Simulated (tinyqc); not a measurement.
# Lateral field, substrate current, probability of reaching the oxide barrier and hot-carrier lifetime of a silicon transistor (pseudo-two-dimensional and lucky-electron models), step by step

A worked calculation. Computed by tinyqc, a small Python program that keeps every step. Command: `OMP_NUM_THREADS=1 python tinyqc.py 3023726 3023727 out.jsonl hotcar walk`. One thread of a shared host (Intel(R) Xeon(R) Processor @ 2.30GHz), about 0.01 s of CPU time with the checks. Intermediate numbers are printed to about 6 digits and carried at full precision; extremes and crossings named in words are read from the listed rows.

Local-field models: a lucky carrier gains its energy at the peak field over a path free of collisions. Voltages are magnitudes.

Inputs (values chosen for the exercise, modelled on a silicon n-channel):
```
quantity                                value                      unit
channel length L                          470                        nm
oxide thickness t                          11                        nm
junction depth x_j                        140                        nm
mobility mu                               300                cm^2/(V s)
saturation velocity v_s                   0.8                  1e7 cm/s
threshold voltage V_T                    0.37                         V
gate voltage V_G                          2.3                         V
drain voltage V_D                         6.3                         V
ionisation prefactor A_i              2.2e+06                      1/cm
ionisation field B_i                     1.77                     MV/cm
hot-carrier mean free path lambda         7.8                        nm
oxide barrier phi_b                       3.1                        eV
interface-trap threshold phi_it           3.6                        eV
lifetime constant H                      1000  s microampere/micrometre
length of the depleted extension L_n       68                        nm
```

Drain: lightly doped extension.

Constants: eps_0 = 8.8541878128e-12 F/m.

## Saturation point and current

C_ox = 3.9 eps_0/t; F_sat = 2 v_s/mu; V_Dsat = V_ov F_sat L/(V_ov + F_sat L), V_ov = V_G - V_T; I_D/W = C_ox v_s (V_ov - V_Dsat).

F_sat = 53.3333 kV/cm

V_Dsat = 1.09043 V

drain current I_D/W = 210.848 microampere/micrometre

## Peak lateral field

Scale length l = 0.22 t^(1/3) x_j^(1/2) (all in cm); F_m = sqrt(((V_D - V_Dsat)/l_e)^2 + F_sat^2), with l_e = l + L_n; length of the velocity-saturated region l_e ln((V_D - V_Dsat)/(l_e F_sat) + F_m/F_sat).

scale length l = 84.9736 nm

peak field F_m = 344.704 kV/cm

velocity-saturated length = 390.577 nm

energy gained over one free path, e lambda F_m = 0.268869 eV

The field rises from F_sat to F_m as cosh(x/l_e), a factor 6.5, over 83 % of L. Caution: the empirical formula for l was fitted to oxides of about 15 nm or more; for thinner ones it is an extrapolation. Caution: the saturated region fills most of the channel, so the split into two regions is rough.

## Hot-carrier currents and lifetime

Substrate current I_sub/I_D = (A_i/B_i)(V_D - V_Dsat) exp(-B_i/F_m); probability of reaching the oxide barrier exp(-phi_b/(e lambda F_m)); lifetime tau = (H/(I_D/W)) exp(phi_it/(e lambda F_m)).

I_sub/I_D = 0.0381260

substrate current I_sub/W = 8.03878 microampere/micrometre

probability of reaching phi_b = 9.83308e-06

lifetime tau = 3.09722e+06 s

exponent m = phi_it/(e lambda B_i) = 2.60756

Since both exponentials depend on 1/F_m, tau I_D scales about as (I_sub/I_D)^(-m) with m = 2.61, which lets I_sub serve as the monitor. The lifetime is 0.00981 times ten years (3.156e8 s).

## Substrate current against gate voltage

The formulas are those given above.

At the given drain voltage:
```
V_G (V)  V_Dsat (V)  I_D/W (microampere/micrometre)  F_m (kV/cm)  I_sub/W (microampere/micrometre)      tau (s)
0.7         0.29161                            9.64      396.377                            0.8280  1.18238e+07
1.0         0.50346                           31.78      382.659                            2.2434  5.44576e+06
1.6         0.82512                          101.68      361.849                            5.1962  3.40558e+06
2.2         1.05777                          193.94      346.814                            7.6764  3.10398e+06
3.0         1.28343                          338.17      332.246                           10.2410  3.19046e+06
4.0         1.48276                          539.25      319.391                           12.6551  3.49958e+06
5.0         1.62623                          754.36      310.148                           14.5611  3.84826e+06
5.9         1.72483                          955.62      303.800                           16.0272  4.14559e+06
6.9         1.81135                         1185.03      298.234                           17.4898  4.43901e+06
```

I_sub rises over the whole table: the growing drain current outweighs the fall of F_m. The shortest lifetime among the rows lies at V_G = 2.2 V, below that of the largest I_sub, since tau depends more steeply on the field.

## Extrapolating accelerated tests

V_10 solves tau = 3.156e8 s at the given V_G. The extrapolation fits ln(tau) against 1/V_D at 1, 1.08, 1.16 and 1.25 times the given V_D (rounded to 3 digits) by least squares and reads off the same tau.

Stress points:
```
V_D (V)  1/V_D (1/V)      tau (s)
6.30        0.158730  3.09722e+06
6.80        0.147059  9.82682e+05
7.31        0.136799  3.66582e+05
7.88        0.126904  1.44513e+05
```

ten-year drain voltage V_10 = 4.92407 V

V_10 from the 1/V_D extrapolation = 4.83433 V

The extrapolation is 90 mV below the true value: ln(tau) is nearly linear in 1/(V_D - V_Dsat), not in 1/V_D, so the straight line errs on the safe side when one extrapolates down.

Checks made by the program: voltage drop as the integral of F_sat cosh(x/l_e) over the saturated length (relative difference below 1e-10).
